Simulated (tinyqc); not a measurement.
# A chain with uneven site energies and dephasing by Buettiker voltage probes: effects of single changes

Sites 1 to 5 form a chain with hopping -t. Lead L joins site 1 and lead R site 5, both semi-infinite chains with hopping -t and site energy 0. Every site carries a probe with self-energy -i Gamma_p/2 that draws no net current. Linear response at zero temperature: mu_L = 1, mu_R = 0 in units of the bias.

Parameters, values chosen for the exercise:
- t = 2.5 eV (hopping (matrix element -t))
- U = [-1.57, -2.57, 2.99, -0.52, -1.4] eV (site energies 1 to N)
- E = -1.46 eV (Fermi energy)
- gp = 1.2 eV (probe broadening Gamma_p)

Constants: q = 1.602176634e-19 C, h = 6.62607015e-34 J s. Results are converted to the units shown.

Each table varies one quantity; the others keep the values above.

## Coherent and dephased transmission against energy

Sigma = t^2 g(E), g(x) = (x - i sqrt(4 t^2 - x^2))/(2 t^2) for |x| < 2 t and (x - sign(x) sqrt(x^2 - 4 t^2))/(2 t^2) otherwise; Gamma = -2 Im Sigma; G = (E - H - Sigma_L - Sigma_R + i Gamma_p/2)^(-1). With Gamma the broadening by one lead, T_RL = Gamma^2 |G_(5,1)|^2, T_pL = Gamma Gamma_p |G_(p,1)|^2, T_pR = Gamma Gamma_p |G_(p,5)|^2, T_pq = Gamma_p^2 |G_(p,q)|^2 for p != q. No current into probe p: W mu = T_pL with W_pp = T_pL + T_pR + sum_q T_pq and W_pq = -T_pq. Then T_eff = T_RL + sum_p T_pR mu_p, and the resistance is (h/2q^2)/T_eff. Without probes means Gamma_p = 0.

Coherent and dephased transmission against energy:

| E (eV) | T without probes | T_eff |
|---|---|---|
| -4.5 | 0.15251 | 0.15290 |
| -3.75 | 0.20750 | 0.20550 |
| -3 | 0.30858 | 0.27992 |
| -2.25 | 0.44822 | 0.35577 |
| -1.5 | 0.57495 | 0.40837 |
| -0.75 | 0.64452 | 0.42780 |
| 0 | 0.62406 | 0.39918 |
| 0.75 | 0.47192 | 0.32443 |
| 1.5 | 0.27879 | 0.24137 |
| 2.25 | 0.15289 | 0.17890 |
| 3 | 0.089294 | 0.14071 |
| 3.75 | 0.058573 | 0.12309 |
| 4.5 | 0.041373 | 0.11844 |

Read the table: what changes, and by how much?

Without probes T lies between 0.0414 and 0.645 in these rows, with them between 0.118 and 0.428. The probes lower it in 8 rows and raise it in 5; the largest relative gain is at E = 4.5 eV, where the coherent value is 0.0414.

## Effect of the dephasing strength

Same model as above.

Effect of the dephasing strength:

| gp (eV) | T_RL | through probes | T_eff | resistance (kohm) |
|---|---|---|---|---|
| 0.029 | 0.5630 | 0.01063 | 0.5736 | 22.50 |
| 0.064 | 0.5428 | 0.02310 | 0.5659 | 22.81 |
| 0.14 | 0.5014 | 0.04878 | 0.5502 | 23.46 |
| 0.31 | 0.4203 | 0.09936 | 0.5196 | 24.84 |
| 0.7 | 0.2812 | 0.1831 | 0.4643 | 27.80 |
| 1.5 | 0.1253 | 0.2582 | 0.3835 | 33.66 |
| 3.4 | 0.02041 | 0.2448 | 0.2652 | 48.66 |
| 7.5 | 7.248e-4 | 0.1434 | 0.1441 | 89.54 |

Without probes the transmission is 0.580. T_eff falls from 0.574 to 0.144; the direct part falls from 0.563 to 7.25e-4 and the part through probes goes from 0.0106 through a maximum of 0.258 (at gp = 1.5 eV among the rows listed) to 0.143. At this energy dephasing lowers T_eff from the start: the probes give back less than the direct part loses.

Computed by the program tinyqc: `OMP_NUM_THREADS=1 python tinyqc.py 2700024 2700025 out.jsonl`, one thread of a shared Intel Xeon 2.30GHz, about 0.01 s for the whole run.
